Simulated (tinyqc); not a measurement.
# Single-junction solar cell, detailed-balance limit: what changes with what

Every photon above the gap Eg makes one pair and none below is absorbed; carriers thermalise at T and move without loss. Jsc = q fs X Phi(Eg, Ts); the dark current is J0 = q ge Phi(Eg, T)/ERE with the Boltzmann factor exp(V/Vt). The efficiency is the electrical power over fs X sigma Ts^4.

Values chosen for this exercise:
- T = 350 K (cell temperature)
- Ts = 6000 K (temperature of the black-body sun)
- fs = 2.16e-5 (share of the hemisphere filled by the sun)
- X = 1 (concentration)
- ERE = 1 (external radiative efficiency)
- ge = 1 (number of faces that emit)
- Eg = 1.13 eV (band gap)

Constants: q = 1.602176634e-19 C, kB = 1.380649e-23 J/K, h = 6.62607015e-34 J s, c = 299792458 m/s, Vt = kB T/q. Results are converted to the units shown.

Each table varies one quantity; the others keep the values above.

## Effect of the external radiative efficiency

Photon flux above E from a black body at temperature T into a hemisphere: Phi(E, T) = A sum_k exp(-k E/th)[E^2 th/k + 2 E th^2/k^2 + 2 th^3/k^3], k = 1, 2, ..., with th = kB T/q in eV and A = 2 pi q^3/(h^3 c^2). J(V) = Jsc - J0 (exp(V/Vt) - 1); Voc = Vt ln(1 + Jsc/J0); at maximum power v = Vmp/Vt solves (1 + v) exp(v) = 1 + Jsc/J0. Pin = fs X sigma Ts^4, sigma = 2 pi^5 kB^4/(15 h^3 c^2). FF = Vmp Jmp/(Voc Jsc).

The same in every row: Jsc (mA/cm^2) = 61.632.

Effect of the external radiative efficiency:

| ERE | Voc (V) | Eg/q - Voc (V) | FF | efficiency (%) |
|---|---|---|---|---|
| 1e-6 | 0.43423 | 0.69577 | 0.75863 | 12.791 |
| 1e-5 | 0.50368 | 0.62632 | 0.78199 | 15.293 |
| 0.0001 | 0.57313 | 0.55687 | 0.80085 | 17.821 |
| 0.001 | 0.64258 | 0.48742 | 0.81645 | 20.370 |
| 0.01 | 0.71202 | 0.41798 | 0.82957 | 22.934 |
| 0.1 | 0.78147 | 0.34853 | 0.84079 | 25.512 |
| 1 | 0.85092 | 0.27908 | 0.85050 | 28.099 |

As ERE goes from 1e-6 to 1, Jsc stays at 61.6 mA/cm^2, Voc rises from 0.434 to 0.851 V and the efficiency rises from 12.8 to 28.1 %. Each decade of ERE is worth 69.4 mV (Vt ln 10).

## Effect of the band gap

Same model as above.

FF = Vmp Jmp/(Voc Jsc).

Effect of the band gap:

| Eg (eV) | Jsc (mA/cm^2) | Voc (V) | Eg/q - Voc (V) | FF | efficiency (%) |
|---|---|---|---|---|---|
| 0.5 | 97.82 | 0.2820 | 0.2180 | 0.6805 | 11.83 |
| 0.75 | 83.71 | 0.5041 | 0.2459 | 0.7821 | 20.79 |
| 1 | 69.00 | 0.7315 | 0.2685 | 0.8329 | 26.48 |
| 1.25 | 55.17 | 0.9616 | 0.2884 | 0.8636 | 28.86 |
| 1.5 | 43.01 | 1.193 | 0.3066 | 0.8842 | 28.59 |
| 1.75 | 32.83 | 1.426 | 0.3239 | 0.8991 | 26.52 |
| 2 | 24.60 | 1.659 | 0.3405 | 0.9103 | 23.41 |
| 2.25 | 18.15 | 1.893 | 0.3567 | 0.9192 | 19.90 |
| 2.5 | 13.21 | 2.127 | 0.3726 | 0.9264 | 16.40 |

As Eg goes from 0.5 to 2.5 eV, Jsc falls from 97.8 to 13.2 mA/cm^2, Voc rises from 0.282 to 2.13 V and the efficiency goes from 11.8 through a maximum of 28.9 (at Eg = 1.25 eV among the rows listed) to 16.4 %. A wider gap raises the voltage and loses photons, hence the maximum.

tinyqc, about 0.01 s, one thread, Intel Xeon 2.30GHz (shared host): `OMP_NUM_THREADS=1 python tinyqc.py 2820014 2820015 out.jsonl`
